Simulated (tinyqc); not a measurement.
Junction field-effect transistor with two gates, gradual channel with velocity saturation: two steps of the calculation.

A uniformly doped n-type channel, depleted from both sides by p+ gates; at channel potential V the depleted share of a is u = sqrt((Vbi - Vg + V)/Vp), s at the source. Electrons drift with v = mu E/(1 + mu E/vsat). Abrupt depletion edge, no series resistance, source at 0.

Question 1. The saturation point by Newton steps. a is the channel (half-)thickness, Vp its pinch-off voltage and Z = mu Vp/(vsat L); an iterate with u > 1 is an overshoot, not a physical state. f = (1 - u)(1 + Z (u^2 - s^2)) - Z F/3, F = 3 (u^2 - s^2) - 2 (u^3 - s^3); f' = -(1 + Z (u^2 - s^2)); u(new) = u - f/f'.

u at the start = 1
Z = 20.879816
s = 0.78346230

Wanted: f; f'; u after iteration 1.

Answer 1.

f = -0.8377
f' = -9.064
u after iteration 1 = 0.9076

Question 2. Saturation voltage, current and transconductance. Vdsat = Vp (um^2 - s^2); Isat = (G0 Vp/Z)(1 - um), which is 2 q Nd vsat a W (1 - um); gm = G0 (um - s)/(1 + Z (um^2 - s^2)). For Z = 0: Vdsat = Vp (1 - s^2), Isat = (G0 Vp/3)(1 - 3 s^2 + 2 s^3), gm = G0 (1 - s).

um = 0.87074580
Vp = 2.2014588 V
G0 = 375.87064 mS
Z = 20.879816
s = 0.78346230

Give: Vdsat; Isat; gm; Vdsat for Z = 0; Isat for Z = 0; gm for Z = 0.

Answer 2.

Vdsat = 0.3179 V
Isat = 5.122 mA
gm = 8.172 mS
Vdsat for Z = 0 = 0.8502 V
Isat for Z = 0 = 33.20 mA
gm for Z = 0 = 81.39 mS

The current saturates with 12.9 % of the channel still open at the drain, at 0.154 of the constant-mobility current.

tinyqc, about 0.06 s, one thread, Intel Xeon 2.30GHz (shared host): `OMP_NUM_THREADS=1 python tinyqc.py 2500042 2500043 out.jsonl`
